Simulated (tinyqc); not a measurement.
Worked calculation: plane-wave Kohn-Sham cycle with exchange-only LDA in a layered model solid. One step of it, computed by the program tinyqc.

Problem. Iteration 1: Hamiltonian at one k. H(m,m') = (k + G_m)^2/2 delta + V(G_m - G_m'), with V(-G) = V(G).

A solid whose potential varies along x alone (atomic units):
```
parameter                      value
period a                   12.500000
cross-section of the cell  21.000000
electrons per cell                 2
grid points                       16
plane waves -n..n, n               3
k points                           2
V1 in V1 cos(2 pi x/a)     -0.230000
```

V(G_m), m = 0, 1, 2, ... (hartree): -0.193772  -0.115000  0.000000  0.000000  0.000000  0.000000  0.000000

k = 0.250000 2 pi / a

Give: H.

Solution.

H (hartree):
```
        -3      -2      -1      +0      +1      +2      +3
-3   0.762  -0.115   0.000   0.000   0.000   0.000   0.000
-2  -0.115   0.193  -0.115   0.000   0.000   0.000   0.000
-1   0.000  -0.115  -0.123  -0.115   0.000   0.000   0.000
+0   0.000   0.000  -0.115  -0.186  -0.115   0.000   0.000
+1   0.000   0.000   0.000  -0.115   0.004  -0.115   0.000
+2   0.000   0.000   0.000   0.000  -0.115   0.446  -0.115
+3   0.000   0.000   0.000   0.000   0.000  -0.115   1.141
```
